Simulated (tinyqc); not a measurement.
# Worked calculation: single-junction solar cell, detailed-balance limit

Numbers from tinyqc (`OMP_NUM_THREADS=1 python tinyqc.py 2820023 2820024 out.jsonl`; about 0.01 s on one thread of a shared Intel Xeon 2.30GHz). Printed values are rounded.

Every photon above the gap Eg makes one pair and none below is absorbed; carriers thermalise at T and move without loss. Jsc = q fs X Phi(Eg, Ts); the dark current is J0 = q ge Phi(Eg, T)/ERE with the Boltzmann factor exp(V/Vt). The efficiency is the electrical power over fs X sigma Ts^4.

Inputs (values chosen for the exercise):
```
symbol,value,unit,meaning
T,298,K,cell temperature
Ts,5778,K,temperature of the black-body sun
fs,2.16e-5,,share of the hemisphere filled by the sun
X,500,,concentration
ERE,0.01,,external radiative efficiency
ge,2,,number of faces that emit
Eg,1.27,eV,band gap
```

Constants: q = 1.602176634e-19 C, kB = 1.380649e-23 J/K, h = 6.62607015e-34 J s, c = 299792458 m/s, Vt = kB T/q. Results are converted to the units shown.

## Photon flux of the source, term by term

Photon flux above E from a black body at temperature T into a hemisphere: Phi(E, T) = A sum_k exp(-k E/th)[E^2 th/k + 2 E th^2/k^2 + 2 th^3/k^3], k = 1, 2, ..., with th = kB T/q in eV and A = 2 pi q^3/(h^3 c^2). The first six terms at E = Eg, T = Ts are listed; the flux takes all.

th = 0.497910 eV
A = 9.88329e22 cm^-2 s^-1 eV^-3
terms k = 1..6 (eV^3): 0.131063  0.00359123  1.64765e-4  9.04487e-6  5.43187e-7  3.44175e-8
Phi(Eg, Ts) = 1.33255e22 cm^-2 s^-1

The first term, the Boltzmann limit, holds 97.2 % of the flux.

## Photocurrent, dark current and incident power

Photon flux above E from a black body at temperature T into a hemisphere: Phi(E, T) = A sum_k exp(-k E/th)[E^2 th/k + 2 E th^2/k^2 + 2 th^3/k^3], k = 1, 2, ..., with th = kB T/q in eV and A = 2 pi q^3/(h^3 c^2). Jsc = q fs X Phi(Eg, Ts), J0 = q ge Phi(Eg, T)/ERE. Pin = fs X sigma Ts^4, sigma = 2 pi^5 kB^4/(15 h^3 c^2).

Jsc = 23057.9 mA/cm^2
J0 = 4.54096e-14 mA/cm^2
Pin = 68256.8 mW/cm^2

## Iteration 1: maximum power point by substitution

v at the start = 0

v = Vmp/Vt solves (1 + v) exp(v) = 1 + Jsc/J0; v(new) = ln[(1 + Jsc/J0)/(1 + v)].

v after iteration 1 = 40.7688

## Iteration 2: maximum power point by substitution

As before.

v after iteration 2 = 37.0367

## Course of the iteration: maximum power point by substitution

Stop when v changes by less than 1e-10, or after 40 iterations.

Course of the iteration:
```
iteration        v  |change|
1          40.7688      40.8
2          37.0367      3.73
3          37.1303    0.0936
4          37.1278   2.46e-3
5          37.1279   6.45e-5
6          37.1279   1.69e-6
7          37.1279   4.43e-8
8          37.1279   1.16e-9
9          37.1279  3.05e-11
```

Converged in 9 iterations. At the end each change is about 0.026 times the one before, with alternating sign: linear convergence.

## Voltages, fill factor and efficiency

v = 37.1279

Voc = Vt ln(1 + Jsc/J0), Vmp = v Vt, Jmp = Jsc - J0 (exp(v) - 1), FF = Vmp Jmp/(Voc Jsc), efficiency Vmp Jmp/Pin.

Voc = 1.04693 V
Eg/q - Voc = 0.223071 V
Vmp = 0.953431 V
Jmp = 22453.1 mA/cm^2
FF = 0.886808
efficiency = 31.3632 %

Of the voltage deficit, Vt ln(1/ERE) = 118 mV is due to non-radiative recombination.
